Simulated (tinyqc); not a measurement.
Cell-based percolation model of oxide breakdown: one step of the calculation.

The oxide, of thickness n a, is cut into cubic cells. A cell is defective with the chance l = 1 - exp(-a^3 N), N = N1 (t/1 s)^al. A column of n defective cells breaks the oxide down, and the area holds M = A/a^2 independent columns: 1 - F = (1 - l^n)^M.

Problem. Critical defect density. At F = 1 - 1/e: l_c = (1 - exp(-1/M))^(1/n), N_bd = -ln(1 - l_c)/a^3, t63 = (N_bd/N1)^(1/al). W = ln(-ln(1 - F)); for small l, W = ln M + n ln(a^3 N), so the Weibull slope is n al.

Parameters, values chosen for the exercise: edge of a cell a = 1.1 nm; cells across the oxide n = 2; area A = 0.039 um^2; exponent of defect growth al = 0.94; defect density after 1 s N1 = 1.6e18 cm^-3.

Give: thickness; M; l_c; N_bd; N_bd times thickness; t63; n al.

Solution.

thickness = 2.2000 nm
M = 32231
l_c = 0.0055700
N_bd = 4.1965e18 cm^-3
N_bd times thickness = 9.2324e11 cm^-2
t63 = 2.7893 s
n al = 1.8800

Program tinyqc, `OMP_NUM_THREADS=1 python tinyqc.py 2070128 2070129 out.jsonl`; Intel Xeon 2.30GHz, shared host, one thread, about 0.01 s.
